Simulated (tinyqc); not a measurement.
# Insulator thickness and V0 from two charges

Inverse problem. In an undoped wire Vg - V0 = Q/Cox + Vt ln(Q/Q0) + Vt ln(1 + Q/Q0) at the source, with Q0 = 4 eps0 eps_r Vt/R and Cox = eps0 eox/(R ln(1 + tox/R)). Find Cox, tox and V0.

Parameters, values chosen for the exercise; material values close to those of silicon:
- T = 300 K (temperature)
- eps_r = 11.6 (relative permittivity of the semiconductor)
- eox = 22.8 (relative permittivity of the gate insulator)
- R = 4 nm (wire radius)

Constants: q = 1.602176634e-19 C, kB = 1.380649e-23 J/K, Vt = kB T/q, eps0 = 8.8541878128e-14 F/cm where lengths are in cm. Results are converted to the units shown.

Qs at Vg = 0.65 and 1.05 V (nC/cm^2): 1660.0524  4534.7328

Answer. The two equations are linear in 1/Cox and V0; tox follows by inverting the logarithm.

Cox = 8.20 uF/cm^2
tox = 3.40 nm
V0 = 0.349 V

Computed by the program tinyqc: `OMP_NUM_THREADS=1 python tinyqc.py 2460142 2460143 out.jsonl`, one thread of a shared Intel Xeon 2.30GHz, about 0.03 s for the whole run.
